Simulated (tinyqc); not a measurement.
Changing the roughness of the surface sigma_1: X-ray reflectivity of a thin film on silicon: critical angles, Parratt recursion, fringes and roughness. Computed by tinyqc, a small Python program. Command: `OMP_NUM_THREADS=1 python tinyqc.py 3120236 3120237 out.jsonl xrr sweep`. One thread of a shared host (Intel(R) Xeon(R) Processor @ 2.30GHz), about 0.01 s of CPU time with the checks.

n = 1 - delta + i beta; the classical electron radius is r_e = 2.8179403e-6 nm. Layer 0 is vacuum, 1 the film, 2 the substrate.

Inputs (values chosen for the exercise, modelled on tungsten on silicon, copper K-alpha radiation): wavelength lambda = 0.15406 nm; film density rho = 19.6 g/cm^3; effective electrons per unit mass, film = 0.405 mol/g; beta/delta, film = 0.082; film thickness d = 32.2 nm; roughness of the interface sigma_2 = 0.12 nm; substrate density = 2.33 g/cm^3; effective electrons per unit mass, substrate = 0.507 mol/g; beta/delta, substrate = 0.023; grazing angle theta = 0.861 degrees.

Constants: N_A = 6.02214076e+23 1/mol.

Method:
- delta = r_e lambda^2 rho_e/(2 pi), rho_e = density x electrons per mass x N_A; critical angle sqrt(2 delta), q_c = 4 sqrt(pi r_e rho_e).
- k_j = (2 pi/lambda) sqrt(sin^2 theta - 2 delta_j + 2 i beta_j); r_ij = (k_i - k_j)/(k_i + k_j) x exp(-2 k_i k_j sigma^2) (Nevot-Croce); r = (r_01 + r_12 p)/(1 + r_01 r_12 p), p = exp(2 i k_1 d); R = |r|^2.
- Far above the critical angle the period is d theta = lambda/(2 d), or 2 pi/d in q; the envelope runs between (|r_01| - |r_12 p|)^2 and (|r_01| + |r_12 p|)^2; contrast = 2 a b/(a^2 + b^2) with a = |r_01|, b = |r_12 p|; roughness factors on the amplitudes are about exp(-q^2 sigma^2/2).

One run for each value:
```
roughness of the surface sigma_1 (nm)  contrast  roughness factor, surface  reflectivity R
0.0                                      0.5936                      1.000         0.03241
0.2                                      0.6043                      0.970         0.03127
0.4                                      0.6368                      0.887         0.02812
0.6                                      0.6921                      0.763         0.02366
0.8                                      0.7697                      0.618         0.01874
1.0                                      0.8636                      0.472         0.01414
1.2                                      0.9539                      0.339         0.01032
1.4                                      0.9998                      0.229         0.00746
1.6                                      0.9526                      0.146         0.00548
```

Over the rows, contrast goes from 0.594 through a maximum among these rows, 1.000 at 1.40, to 0.953; roughness factor, surface falls from 1.00 to 0.146; reflectivity R falls from 0.0324 to 0.00548. The contrast is largest at sigma_1 = 1.4 nm among these rows, where the two amplitudes are most nearly equal.

Extremes, crossings and ranges named in words are read from the listed rows.
